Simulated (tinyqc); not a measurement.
Worked calculation: MP2 on RHF in the sto-3g basis, for H3+, spin multiplicity 1. One step of it, computed by the program tinyqc.

Task: Second-order Moller-Plesset energy. E2 = sum_ijab (ia|jb) [2 (ia|jb) - (ib|ja)] / (e_i + e_j - e_a - e_b) over occupied i, j and virtual a, b; the opposite-spin part is (ia|jb)^2 / denominator, the rest is same-spin, and SCS-MP2 scales them by 6/5 and 1/3.

orbital energies (hartree): [-1.005893, -0.123900, -0.123460]

Two-electron integrals over orbitals (pq|rs), unique and non-zero (hartree):
```
(11|11) 0.545411    (21|11) -0.000027   (21|21) 0.146081    (22|11) 0.534164
(22|21) 0.038127    (22|22) 0.625066    (31|11) 0.000068    (31|21) 5.93e-09
(31|22) -0.095124   (31|31) 0.146089    (32|11) 9.86e-09    (32|21) -0.095182
(32|22) -0.000031   (32|31) -0.038113   (32|32) 0.080599    (33|11) 0.534255
(33|21) -0.038136   (33|22) 0.464011    (33|31) 0.095147    (33|32) 0.000031
(33|33) 0.625095
```

Hartree-Fock energy = -1.21556376 hartree

Give: Terms; Pair energies; MP2 correlation energy; SCS-MP2 correlation energy; MP2 total energy.

Result:

Terms:
```
i  j  a  b   (ia|jb)   (ib|ja)  denominator     term
1  1  2  2    0.1461    0.1461      -1.7640  -0.0121
1  1  3  3    0.1461    0.1461      -1.7649  -0.0121
1  1  2  3  5.93e-09  5.93e-09      -1.7644        0
1  1  3  2  5.93e-09  5.93e-09      -1.7644        0
```

Pair energies (hartree; pair i-j sums ij and ji):
```
pair  opposite spin  same spin
1-1         -0.0242          0
```

MP2 correlation energy = -0.024190 hartree

SCS-MP2 correlation energy = -0.029028 hartree

MP2 total energy = -1.239754 hartree
